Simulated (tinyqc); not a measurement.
Regular and subregular solution with a miscibility gap. From one set of inputs to another, one input at a time. Computed by tinyqc, a small Python program. Command: `OMP_NUM_THREADS=1 python tinyqc.py 3003574 3003575 out.jsonl regsol ladder`. One thread of a shared host (Intel(R) Xeon(R) Processor @ 2.30GHz), about 0.01 s of CPU time with the checks.

Per mole of mixing sites: G(x) = x (1 - x) [L0 + L1 (1 - 2x)] + R T [x ln x + (1 - x) ln(1 - x)], x the fraction of B.

The inputs printed are set A. Inputs not listed in the table keep their values of set A, so the rows need not describe a real material.

Inputs (values chosen for the exercise, for a model alloy):

| quantity | value | unit |
|---|---|---|
| interaction L0 | 11 | kJ/mol |
| size misfit eta = d ln a/dx | 0.0082 | - |
| asymmetry L1 | -2 | kJ/mol |
| temperature T | 510 | K |

Source of L0: given.

Constants: R = 8.314462618 J/(mol K).

Method:
- L0 and eta are given.
- The spinodal is G'' = 0, R T_s(x) = x (1 - x) [2 L0 + 6 L1 (1 - 2x)]; the critical point is its maximum.
- G' = L0 (1 - 2x) + L1 (1 - 6x + 6x^2) + R T ln[x/(1 - x)]; G'' = -2 L0 - 6 L1 (1 - 2x) + R T/[x (1 - x)].
- Solve G'' = 0 on each side of x_c.

Each row keeps all changes above it:

| input moved | from | to | critical temperature T_c (K) | spinodal x_s1 | critical composition x_c |
|---|---|---|---|---|---|
| set A | - | - | 705.1 | 0.3550 | 0.6148 |
| interaction L0 (kJ/mol) | 11 | 13.9 | 871.8 | 0.2600 | 0.5960 |
| asymmetry L1 (kJ/mol) | -2 | 0 | 835.9 | 0.1878 | 0.5000 |
| temperature T (K) | 510 | 404 | 835.9 | 0.1406 | 0.5000 |

Where does the difference come from?

Critical temperature T_c goes from 705 to 836, a factor 1.19 in all. The largest single move comes from interaction L0 (a factor 1.24), and asymmetry L1 works against it (a factor 0.959). Spinodal x_s1 goes from 0.355 to 0.141, a factor 0.396 in all. The largest single move comes from asymmetry L1 (a factor 0.722). Critical composition x_c goes from 0.615 to 0.500, a factor 0.813 in all. The largest single move comes from asymmetry L1 (a factor 0.839). The single moves hold for this order of the switches; the total does not depend on the order.

Extremes, crossings and ranges named in words are read from the listed rows.
